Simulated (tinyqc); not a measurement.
Pi bands of a honeycomb layer in tight binding, step by step. Values are carried at full precision from step to step, so a last printed digit may differ when a step is redone from the rounded ones.

Lattice vectors a (1,0) and a (1/2, sqrt3/2); f = exp(i ky a/sqrt3) + 2 cos(kx a/2) exp(-i ky a/(2 sqrt3)), w = |f|. H = [[D - t2 F, -t f], [., -D - t2 F]] with F = w^2 - 3, S = [[1, s0 f], [., 1]]; the levels solve det(H - E S) = 0. K = (4 pi/3a, 0), M = (pi/a, pi/(sqrt3 a)); w = 3, 1, 0 at Gamma, M, K.

Constants: hbar = 6.58211957e-16 eV s.

Inputs chosen for the exercise (of the size used for graphene; not measured data): a = 2.46 angstrom (lattice constant); t = 2.7 eV (nearest hopping); t2 = 0.08 eV (second-neighbour hopping); s0 = 0.12 (overlap of neighbours); D = 0 eV (+D on A, -D on B); k = (0.82, 0.84) 1/angstrom (wave vector).

## H and S at one k

Form f, w, F and the two matrices.

f = 1.25081+0.33060i
w = 1.29377
F = -1.32617

H (eV):
```
                 A                B
A           0.1061  -3.3772-0.8926i
B  -3.3772+0.8926i           0.1061
```

S:
```
                  A                 B
A           1.00000  0.15010+0.03967i
B  0.15010-0.03967i           1.00000
```

## The secular equation

det(H - E S) = 0 reads (e - E)^2 - D^2 - (t + s0 E)^2 w^2 = 0 with e = -t2 (w^2 - 3), that is c2 E^2 + 2 c1 E + c0 = 0 with c2 = 1 - s0^2 w^2, c1 = -(e + t s0 w^2), c0 = e^2 - D^2 - t^2 w^2.

c2, c1, c0: 0.9759  -0.6484  -12.1910

levels (eV): -2.9319  4.2607

## Levels at Gamma, M and K

Solve the quadratic (e - E)^2 - D^2 - (t + s0 E)^2 w^2 = 0 with e = -t2 (w^2 - 3), for w = 3, 1, 0.

Levels (eV):

| point | w | lower | upper | difference |
|---|---|---|---|---|
| Gamma | 3 | -6.3088 | 11.9062 | 18.2151 |
| M | 1 | -2.2679 | 3.2500 | 5.5179 |
| K | 0 | 0.2400 | 0.2400 | 0.0000 |

Measured from the middle of the levels at K (0.240 eV), the upper band reaches 11.666 eV and the lower -6.549 eV at Gamma: the upper band is the wider; overlap stretches the upper band and positive t2 the lower. The saddle points at M give the absorption peak at 5.518 eV in this one-electron picture.

## Near K

w = (sqrt3/2) a q to first order in the distance q from K. Effective hopping t* = t + 3 t2 s0, hbar v = (sqrt3/2) a t*, v in m/s = hbar v x 1e-10/hbar.

hbar v = 5.8135 eV angstrom
v = 8.832e+05 m/s

## Checks

- Roots of the quadratic against the generalised eigenproblem: they agree to 1e-10 or better.

Computed by tinyqc, a small Python program: `OMP_NUM_THREADS=1 python tinyqc.py 1451029 1451030 out.jsonl` (the numbers bound the seed that draws the inputs); one thread of a shared host (Intel(R) Xeon(R) Processor @ 2.30GHz), about 0.01 s for the whole set of steps.
